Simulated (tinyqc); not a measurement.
Surface potential of a MOS transistor: implicit equation and explicit approximations: two steps of the calculation.

p-type body, charge-sheet picture, depletion and inversion only, full ionisation (an idealisation for deep acceptors), Boltzmann statistics (rough once Na exp(x - xn) passes about Nc/7). In units of Vt: xg = (Vg - Vfb)/Vt, x = psi/Vt, G = gamma/sqrt(Vt), xn = (2 phiF + Vc)/Vt. The implicit equation is (xg - x)^2 = G^2 [x - 1 + exp(x - xn)] for x above about 3. Cox = eps0 eox/tox.

Inputs (values chosen for the exercise); band and dielectric values close to those of silicon:
```
symbol  value  unit                                                                 meaning
T         400     K                                                             temperature
eox      8.94        relative permittivity of the gate insulator (close to aluminium oxide)
tox         5    nm                                                     insulator thickness
Vc        0.5     V                                                    channel-body voltage
```

Constants: q = 1.602176634e-19 C, kB = 1.380649e-23 J/K, Vt = kB T/q, eps0 = 8.8541878128e-14 F/cm where lengths are in cm. Results are converted to the units shown.

Problem 1. New x. D = exp(x - xn), f = (xg - x)^2 - G^2 (x - 1 + D), f' = -2 (xg - x) - G^2 (1 + D), x(new) = x - f/f'.

x after iteration 2 = 54.210000
G = 0.43888009
xn = 33.555519
xg = 59.473155

Give: D; f; f'; x after iteration 3.

Solution 1.

D = 9.335e8
f = -1.798e8
f' = -1.798e8
x after iteration 3 = 53.21

Problem 2. Potential, charges and gate control. psi = Vt x; N_dep = Cox Vt G sqrt(x - 1)/q; N_inv = (Cox Vt G/q) [sqrt(x - 1 + exp(x - xn)) - sqrt(x - 1)]; dpsi/dVg = 1/[1 + G^2 (1 + exp(x - xn))/(2 (xg - x))].

converged x = 41.011138
G = 0.43888009
xn = 33.555519
xg = 59.473155

Give: psi; N_dep; N_inv; dpsi/dVg.

Solution 2.

psi = 1.4136 V
N_dep = 9.4553e11 cm^-2
N_inv = 5.3425e12 cm^-2
dpsi/dVg = 0.099726

psi lies 7.5 Vt above 2 phiF + Vc.

Computed by the program tinyqc: `OMP_NUM_THREADS=1 python tinyqc.py 2122011 2122012 out.jsonl`, one thread of a shared Intel Xeon 2.30GHz, about 0.01 s for the whole run.
